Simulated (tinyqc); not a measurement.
Inside a calculation. Model: two-dimensional dopant profile at a mask edge: lateral junction, overlap and effective channel length. Computed by tinyqc, a small Python program that keeps every step. Command: `OMP_NUM_THREADS=1 python tinyqc.py 3008206 3008207 out.jsonl lateral walk`. One thread of a shared host (Intel(R) Xeon(R) Processor @ 2.30GHz), about 0.02 s of CPU time with the checks. Intermediate numbers are printed to about 5 digits and carried at full precision; extremes and crossings named in words are read from the listed rows.

Ions enter for y < 0; the mask (spacer, then gate) covers y > 0. x is the depth. The surface reflects dopant during the anneal.

Inputs (values chosen for the exercise, modelled on a source-drain extension in silicon):

| quantity | value | unit |
|---|---|---|
| dose Q | 1.9e+14 | 1/cm^2 |
| projected range R_p | 6.3 | nm |
| vertical straggle | 2.9 | nm |
| lateral straggle | 2.1 | nm |
| anneal budget D t | 4e-14 | cm^2 |
| channel doping C_B | 1.1e+17 | 1/cm^3 |
| gate length L_g | 33 | nm |
| offset spacer | 2 | nm |
| oxide thickness | 4.1 | nm |

Constants: eps_0 = 8.8541878128e-12 F/m.

## Widths and vertical profile

Widths s_x^2 = (vertical straggle)^2 + 2 D t, s_y^2 = (lateral straggle)^2 + 2 D t. C(x, y) = V(x) (1/2) erfc(y/(sqrt2 s_y)), V(x) = Q/(sqrt(2 pi) s_x) [exp(-(x - R_p)^2/(2 s_x^2)) + exp(-(x + R_p)^2/(2 s_x^2))]; 1 nm = 1e-7 cm. The vertical junction far from the mask solves V(x) = C_B.

s_x = 4.0509 nm

s_y = 3.5228 nm

V at the surface = 1.1167e+20 1/cm^3

V at R_p = 1.8860e+20 1/cm^3

vertical junction x_j = 21.925 nm

## Lateral junction at the surface

The lateral junction at depth x solves C = C_B: y_j(x) = sqrt2 s_y erfc^-1(2 C_B/V(x)). Overlap under the gate = y_j(0) - spacer; metallurgical channel L_met = L_g - 2 overlap (tails from the two sides are not added). Abruptness at y_j(0) in nm per decade = ln(10) s_y sqrt(pi/2) exp(u^2) erfc(u), u = y_j/(sqrt2 s_y). Overlap capacitance per width = 3.9 eps_0 overlap/t_ox (zero if there is no overlap).

lateral junction y_j(0) = 10.902 nm

ratio y_j(0)/x_j = 0.49723

overlap = 8.9020 nm

metallurgical channel L_met = 15.196 nm

lateral abruptness = 2.4061 nm/decade

overlap capacitance = 0.074975 fF/um

The two overlaps take 54 % of the gate length. Caution: the profile peaks below the surface, where the junction reaches further under the gate than y_j(0); the overlap given is the one at the surface.

## Junction contour

The lateral junction at depth x solves C = C_B: y_j(x) = sqrt2 s_y erfc^-1(2 C_B/V(x)). Depths are 0, 0.15, 0.3, 0.45, 0.6, 0.75, 0.9 and 0.97 of x_j.

Contour:

| x/x_j | x (nm) | V (1/cm^3) | y_j (nm) |
|---|---|---|---|
| 0.00 | 0.000 | 1.1167e+20 | 10.902 |
| 0.15 | 3.289 | 1.5331e+20 | 11.229 |
| 0.30 | 6.578 | 1.8787e+20 | 11.434 |
| 0.45 | 9.866 | 1.2707e+20 | 11.036 |
| 0.60 | 13.155 | 4.4698e+19 | 9.906 |
| 0.75 | 16.444 | 8.1374e+18 | 7.789 |
| 0.90 | 19.733 | 7.6638e+17 | 3.750 |
| 0.97 | 21.267 | 2.0308e+17 | -0.369 |

The contour reaches furthest, 11.43 nm, at x/x_j = 0.3 among these rows, below the surface, where punch-through would start. It crosses the mask edge where V = 2 C_B.

## What the anneal budget does

x_j solves V(x) = C_B. Budgets are multiples of the given D t (at 0 the mirror term is kept, which overstates V(0) as implanted); those with V(0) not above 2.5 C_B are left out.

Junctions (nm):

| multiple | s_x | s_y | x_j | y_j(0) | y_j/x_j | L_met |
|---|---|---|---|---|---|---|
| 0.0 | 2.900 | 2.100 | 17.734 | 5.972 | 0.33676 | 25.055 |
| 0.1 | 3.035 | 2.283 | 18.231 | 6.607 | 0.36239 | 23.787 |
| 0.3 | 3.288 | 2.610 | 19.159 | 7.747 | 0.40435 | 21.506 |
| 1.0 | 4.051 | 3.523 | 21.925 | 10.902 | 0.49723 | 15.196 |
| 2.0 | 4.941 | 4.518 | 25.101 | 14.244 | 0.56747 | 8.512 |
| 4.0 | 6.357 | 6.034 | 30.066 | 19.148 | 0.63686 | -1.295 |
| 8.0 | 8.509 | 8.271 | 37.445 | 26.066 | 0.69611 | -15.133 |
| 16.0 | 11.679 | 11.507 | 48.059 | 35.628 | 0.74133 | -34.255 |

The ratio y_j/x_j goes from 0.34 to 0.74: as implanted, x_j includes R_p and y_j only the lateral straggle; after long diffusion both scale roughly with sqrt(D t) as long as V(0) stays far above C_B, and the ratio stays below 1 because the edge starts from half the concentration and an erfc falls faster than the Gaussian. L_met is negative in the rows beyond a multiple of 2: source and drain merge.

Checks made by the program: lateral profile against the convolution of a step with a Gaussian (relative difference 3e-10).
